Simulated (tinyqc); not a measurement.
Sub-threshold conduction and electro-thermal threshold of an amorphous chalcogenide: course of the iteration.

Trap-limited conduction: I = I0 exp(-Ea/kB T) sinh(q V dz/(2 ua kB T)), I0 = 2 q A Nt dz/ta. One lumped temperature T = T0 + Rt I V. The threshold is the largest V for which a steady state exists on the low-current branch.

I at the present T, then T(new) = T0 + Rt I V.

Stop when T changes by less than 1e-7 K; give up above 900 K or after 200 iterations.

Parameters, values chosen for the exercise; values of the order of Ge-Sb-Te and related chalcogenides:
```
symbol,value,unit,meaning
T0,300,K,ambient temperature
A,1700,nm^2,cross-section
ua,36,nm,amorphous thickness
dz,6.1,nm,distance between traps
Ea,0.29,eV,activation energy
Nt,2.5e19,cm^-3,trap density
ta,1e-15,s,attempt time
Rt,5.6,K/uW,thermal resistance
V,0.657,V,voltage across the amorphous layer
```

Constants: q = 1.602176634e-19 C, kB = 1.380649e-23 J/K. Results are converted to the units shown.

T at the start = 300 K

Course of the iteration:

| iteration | T(new) (K) | I (uA) | change (K) |
|---|---|---|---|
| 1 | 317.442 | 4.74063 | 17.4 |
| 2 | 328.596 | 7.77230 | 11.2 |
| 3 | 338.148 | 10.3685 | 9.55 |
| 4 | 348.081 | 13.0684 | 9.93 |
| 5 | 360.329 | 16.3973 | 12.2 |
| 6 | 378.412 | 21.3123 | 18.1 |
| 7 | 411.863 | 30.4043 | 33.5 |
| 8 | 498.346 | 53.9101 | 86.5 |
| 9 | 903.307 | 163.978 | 405 |

Did this iteration meet its convergence test, and what does its course show?

No. The temperature runs past 900 K in 9 iterations. V exceeds the threshold of 0.6083 V (reached at T = 343.1 K), so no steady state exists on the low branch: this is thermal runaway, not a numerical fault. At V = 0.578 V the same loop settles at 322.1 K; the branch beyond the threshold is reached by fixing T or I instead of V.

Range of the model: Purely electronic switching mechanisms, filaments and series resistance are left out.

Program tinyqc, `OMP_NUM_THREADS=1 python tinyqc.py 2490125 2490126 out.jsonl`; Intel Xeon 2.30GHz, shared host, one thread, about 0.01 s.
